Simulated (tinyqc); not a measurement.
Inside a calculation. Method: RHF in the sto-6g basis, for BeH2, spin multiplicity 1. One step of it, computed by the program tinyqc.

Problem. Iteration 2: DIIS coefficients. Solve [B -1; -1 0][c; lambda] = [0; -1] for the coefficients, which sum to one.

B (overlaps of the stored error matrices):
```
[[4.1347771e-02, 2.4682770e-02],
 [2.4682770e-02, 4.1219538e-01]]
```

Give: DIIS coefficients.

Solution.

DIIS coefficients: [0.959, 0.041]
